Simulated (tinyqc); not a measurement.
Shortcuts against the integral: sheet resistance and Hall data of a diffused or implanted layer. Computed by tinyqc, a small Python program. Command: `OMP_NUM_THREADS=1 python tinyqc.py 3024348 3024349 out.jsonl layer walk`. One thread of a shared host (Intel(R) Xeon(R) Processor @ 2.30GHz), about 0.01 s of CPU time with the checks.

Carriers are taken equal to the net active doping down to the junction (full ionisation, which deep dopants in wide-gap hosts do not reach; no spill-over, no depletion), and the Hall factor is 1.

Inputs (values chosen for the exercise, modelled on boron in silicon): mu_min = 44 cm^2/(V s); mu_max = 472 cm^2/(V s); N_ref = 2.4e+17 1/cm^3; exponent alpha = 0.72; peak concentration N_0 = 5.5e+20 1/cm^3; length scale l = 79 nm; background doping N_B (opposite type) = 1.6e+17 1/cm^3; solubility limit N_s = 2.1e+20 1/cm^3.

Profile: complementary error function. Activation: limited by solubility.

Constants: e = 1.602176634e-19 C.

Method:
- N(x) = N_0 erfc(x/l), dose N_0 l/sqrt(pi), junction x_j = l erfc^-1(N_B/N_0).
- Mobility mu = mu_min + (mu_max - mu_min)/(1 + (N_t/N_ref)^alpha), N_t = active doping + N_B; carriers n = active doping - N_B, active doping min(N, N_s).
- Integrals from x_0 (0 unless stated) to x_j by the midpoint rule on 400 even intervals: 1/R_s = e int n mu dx; sheet density n_s = int n dx; Hall sheet density (int n mu dx)^2/int n mu^2 dx; Hall mobility int n mu^2 dx/int n mu dx.
- Mean conductivity 1/(R_s x_j); mean mobility 1/(e n_s R_s).
- Shortcuts: R_s = 1/(e Q mu) with the dose Q and the mobility at the (active) peak concentration; 1/(e n_s mu) with mu at N_t = n_s/x_j + N_B; 1/(e Q mu_max).

sheet resistance R_s = 76.5926 ohm

dose = 2.45140e+15 1/cm^2

sheet density n_s = 1.66892e+15 1/cm^2

junction depth x_j = 202.401 nm

Sheet resistances:
```
method                                   R_s (ohm)  deviation (%)
integral                                    76.593          0.000
dose, mobility at the peak                  53.905        -29.622
n_s, mobility at the mean concentration     74.369         -2.903
dose, mu_max                                 5.394        -92.957
```

The closest shortcut is «n_s, mobility at the mean concentration» (-2.9 %). Counting inactive dopants as carriers underestimates R_s.

Extremes, crossings and ranges named in words are read from the listed rows.
